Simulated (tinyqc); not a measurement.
Free and trapped electrons in a MOS channel with a dense trap tail: one step of the calculation.

p-type body, charge-sheet picture, full ionisation (an idealisation for deep acceptors), Boltzmann statistics for free electrons. e = Ec - EF at the surface. Acceptor-like traps of density D(E) = D0 + De exp(-E/Ew) at depth E below Ec, from 0 to Eu, hold n_t = integral of D(E)/(1 + exp((e - E)/Vt)). psi = Eg - Vt ln(Nv/Na) - e; N_dep = sqrt(2 eps0 eps_r Na (psi - Vt)/q); n_f = sqrt(N_dep^2 + 2 eps0 eps_r Vt Nc exp(-e/Vt)/q) - N_dep; Vg = Vfb + psi + q (N_dep + n_t + n_f)/Cox, Cox = eps0 eox/tox.

Question. Charges and gate voltage. psi, N_dep, n_f and Vg as defined, with the n_t given; free share n_f/(n_f + n_t); apparent mobility mf n_f/(n_f + n_t); gate voltage spent on traps q n_t/Cox.

Parameters, values chosen for the exercise; band and dielectric values close to those of 4H silicon carbide:

| symbol | value | unit | meaning |
|---|---|---|---|
| T | 300 | K | temperature |
| Eg | 3.28 | eV | band gap |
| eps_r | 9.84 |  | relative permittivity |
| Nc | 1.68e19 | cm^-3 | conduction-band density of states at T |
| Nv | 2.52e19 | cm^-3 | valence-band density of states at T |
| eox | 3.9 |  | relative permittivity of the insulator |
| tox | 36 | nm | insulator thickness |
| Na | 4.9e16 | cm^-3 | acceptor density |
| Vfb | -2.49 | V | flat-band voltage without trapped charge |
| mf | 80 | cm^2/(V s) | mobility of free electrons |
| e | 0.065 | eV | Ec - EF at the surface |

Constants: q = 1.602176634e-19 C, kB = 1.380649e-23 J/K, Vt = kB T/q, eps0 = 8.8541878128e-14 F/cm where lengths are in cm. Results are converted to the units shown.

n_t = 4.4714297e11 cm^-2

Give: psi; N_dep; n_f; Vg; free share; apparent mobility; gate voltage spent on traps.

Answer.

psi = 3.054 V
N_dep = 1.270e12 cm^-2
n_f = 1.425e11 cm^-2
Vg = 3.670 V
free share = 24.16 %
apparent mobility = 19.33 cm^2/(V s)
gate voltage spent on traps = 0.7469 V

Program tinyqc, `OMP_NUM_THREADS=1 python tinyqc.py 2222040 2222041 out.jsonl`; Intel Xeon 2.30GHz, shared host, one thread, about 0.02 s.
